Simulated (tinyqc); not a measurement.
Vibrations of a mass or spring defect in a linear chain: one step, computed by the program tinyqc. Command: `OMP_NUM_THREADS=1 python tinyqc.py 3007902 3007903 out.jsonl localmode walk`. One thread of a shared host (Intel(R) Xeon(R) Processor @ 2.30GHz), about 0.01 s of CPU time with the checks.

A ring of N atoms with nearest-neighbour springs k and motion along the chain. Atom 1 is the defect, of mass M', and its two springs are k'. All other atoms have the mass M.

Problem. Frequencies of the ring. Diagonalise D and leave out the zero eigenvalue of the uniform shift. nu = 15.6333042 THz x sqrt(lambda), lambda in eV/(angstrom^2 u).

Host: monatomic.

D (eV/(angstrom^2 u)):
```
            1           2           3           4           5           6
1   0.3265625  -0.1294968   0.0000000   0.0000000   0.0000000  -0.1294968
2  -0.1294968   0.2054054  -0.1027027   0.0000000   0.0000000   0.0000000
3   0.0000000  -0.1027027   0.2054054  -0.1027027   0.0000000   0.0000000
4   0.0000000   0.0000000  -0.1027027   0.2054054  -0.1027027   0.0000000
5   0.0000000   0.0000000   0.0000000  -0.1027027   0.2054054  -0.1027027
6  -0.1294968   0.0000000   0.0000000   0.0000000  -0.1027027   0.2054054
```

Constants: nu for 1 eV/(angstrom^2 u) = 15.6333042 THz.

Give: nonzero frequencies.

Solution.

nonzero frequencies (THz): 5.01  5.34  8.68  9.21  10.82
